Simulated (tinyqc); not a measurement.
Born-von Karman spring model of a cubic crystal with one atom per cell. Changing the temperature T. Computed by tinyqc, a small Python program. Command: `OMP_NUM_THREADS=1 python tinyqc.py 3022208 3022209 out.jsonl springs sweep`. One thread of a shared host (Intel(R) Xeon(R) Processor @ 2.30GHz), about 0.2 s of CPU time with the checks.

First neighbours lie at a/2 (1,1,1) (8 of them), second at a (1,0,0) (6), with all permutations and signs; the volume per atom is Omega = a^3/2.

Inputs (values chosen for the exercise, for a model crystal): atomic mass M = 70.2 u; radial spring k1L = 1.19 eV/angstrom^2; transverse spring k1T = 0.019 eV/angstrom^2; radial spring k2L = 0.35 eV/angstrom^2; transverse spring k2T = 0.035 eV/angstrom^2; mesh divisions n = 6.

Lattice: bcc.

Constants: nu for 1 eV/(angstrom^2 u) = 15.6333042 THz; h x 1 THz = 4.135667696 meV; k_B = 8.617333262e-05 eV/K; hbar^2/u = 4.18015928e-03 eV angstrom^2.

Method:
- A neighbour at R with unit vector n couples by the matrix K(R) = kL n n^T + kT (1 - n n^T), and D(q) = (1/M) sum_R K(R) [1 - cos(q.R)].
- An eigenvalue lambda of D in eV/(angstrom^2 u) gives nu = 15.6333042 THz x sqrt(lambda).
- Mesh: q = sum_i (m_i + 1/2)/n b_i, m_i = 0..n-1, with b = [[0, 1, 1], [1, 0, 1], [1, 1, 0]] in 2 pi/a; sums are averages over the n^3 points, per atom.
- With x = h nu/(k_B T) and n = 1/(exp(x) - 1) for each mode: F = k_B T [x/2 + ln(1 - exp(-x))], U = k_B T x (n + 1/2), S/k_B = x n - ln(1 - exp(-x)), C/k_B = x^2 n (n + 1).
- <u_x^2> = (1/3) sum over modes of hbar^2/(2 M h nu) coth(x/2); zero-point energy = sum h nu/2. <u_x^2> converges slowly with the mesh, from below, with an error of order 1/n.

One run for each value; columns: (1) temperature T (K); (2) heat capacity C (k_B/atom); (3) entropy S (k_B/atom); (4) <u_x^2> (angstrom^2); (5) free energy F (meV/atom); (6) energy U (meV/atom):
```
(1)     (2)     (3)       (4)      (5)     (6)
40   0.8529  0.3262  0.002361    22.39   23.51
59   1.5352  0.7885  0.002681    21.49   25.49
87   2.1466  1.5091  0.003313    18.70   30.02
130  2.5651  2.4627  0.004455    11.28   38.87
190  2.7838  3.4820  0.006182    -4.22   52.79
280  2.8975  4.5861  0.008875   -35.75   74.90
410  2.9515  5.7027  0.012837   -93.76  107.72
900  2.9898  8.0421  0.027935  -390.26  233.46
```

Give the missing row, temperature T (K) = 610.

Computed row; columns: (1) temperature T (K); (2) heat capacity C (k_B/atom); (3) entropy S (k_B/atom); (4) <u_x^2> (angstrom^2); (5) free energy F (meV/atom); (6) energy U (meV/atom):
```
(1)     (2)     (3)       (4)      (5)     (6)
610  2.9780  6.8813  0.018984  -202.86  158.86
```

Interpolating between the two neighbouring rows (the first column on a logarithmic scale, the others too where they are positive) misses most in free energy F (meV/atom), by 20 %. Over the rows, heat capacity C (k_B/atom) rises from 0.853 to 2.99 (exponent d ln y / d ln x 1.5 between the first rows and 0.010 between the last); entropy S (k_B/atom) rises from 0.326 to 8.04 (exponent d ln y / d ln x 2.3 between the first rows and 0.40 between the last); <u_x^2> (angstrom^2) rises from 0.00236 to 0.0279 (exponent d ln y / d ln x 0.33 between the first rows and 0.99 between the last). At the high end the exponent of heat capacity C is 0.01, close to 0: the Dulong-Petit limit. At the high end the exponent of <u_x^2> is 0.99, close to 1: the classical law, k_B T over a spring constant. F is positive while zero-point energy rules and changes sign between 130 and 190 K, where T S overtakes U.

Caution (rows 40.0): the mesh is too coarse for this temperature: four more divisions change S by over 1 %.

Extremes, crossings and ranges named in words are read from the listed rows.
